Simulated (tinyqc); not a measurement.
Convergence with the basis: effective-mass impurity with a central-cell term, in a basis of Slater functions. Computed by tinyqc, a small Python program. Command: `OMP_NUM_THREADS=1 python tinyqc.py 3005029 3005030 out.jsonl centralcell walk`. One thread of a shared host (Intel(R) Xeon(R) Processor @ 2.30GHz), about 0.01 s of CPU time with the checks.

The envelope obeys H = -nabla^2 - (2/r) [Z + A exp(-kappa r)] in effective units, with kappa = a*/lambda; positive A deepens the well near the core.

Inputs (values chosen for the exercise, with screening close to that of diamond):

| quantity | value | unit |
|---|---|---|
| effective mass m | 0.355 | m_0 |
| dielectric constant eps | 5.59 | - |
| charge Z of the core | 1 | - |
| central-cell strength A | 5.3 | - |
| central-cell range lambda | 0.78 | angstrom |
| smallest exponent zeta_1 | 0.52 | 1/a* |
| ratio beta of exponents | 2.4 | - |

Impurity: acceptor, one isotropic band.

Constants: Ry = 13.605693123 eV; a_0 = 0.529177210903 angstrom.

Method:
- Units: Ry* = Ry m/eps^2 and a* = a_0 eps/m, with m in m_0.
- kappa = a*/lambda; the hydrogenic ground state is bound by Z^2 Ry*.
- For s functions exp(-zeta r), with s = zeta_i + zeta_j: S = 2/s^3, T = zeta_i zeta_j S, V = -2 Z/s^2, W = -2 A/(s + kappa)^2; each function is normalised by dividing by sqrt(S_ii S_jj).
- Large basis: zeta_i = 0.06 x 1.6^(i-1), i = 1..22, same formulas; for p functions r exp(-zeta r): S = 24/s^5, T = zeta_i zeta_j S (centrifugal term included), V = -12 Z/s^4, W = -12 A/(s + kappa)^4; overlap eigenvalues below 1e-11 are dropped.
- Binding energies are -E Ry*; the effective quantum number is nu = Z/sqrt(-E); |psi(0)|^2 is given relative to the hydrogenic Z^3/(pi a*^3).
- zeta_i = zeta_1 beta^(i-1), i = 1..n.
- The error is the lowest level above the large-basis value.

kappa = 10.6829 1/a*

Ry* = 154.570 meV

1s binding energy = 295.043 meV

Error of the 1s level:

| n | error (meV) | largest exponent (1/a*) |
|---|---|---|
| 1 | 1.6938e+02 | 5.2000e-01 |
| 2 | 7.4622e+01 | 1.2480e+00 |
| 3 | 2.6876e+01 | 2.9952e+00 |
| 4 | 3.0205e+00 | 7.1885e+00 |
| 5 | 5.9644e-01 | 1.7252e+01 |
| 6 | 5.2688e-01 | 4.1406e+01 |
| 7 | 5.0720e-01 | 9.9374e+01 |
| 8 | 5.0085e-01 | 2.3850e+02 |

What follows from these numbers?

The error falls from 169 to 0.501 meV. The last function changes it by less than 5 %: it has levelled off, and what remains is set by beta and zeta_1, not by the range of exponents. Caution: the density at the core is many times hydrogenic, so the result hangs on the model potential inside one cell, where the envelope picture is weak.

Extremes, crossings and ranges named in words are read from the listed rows.
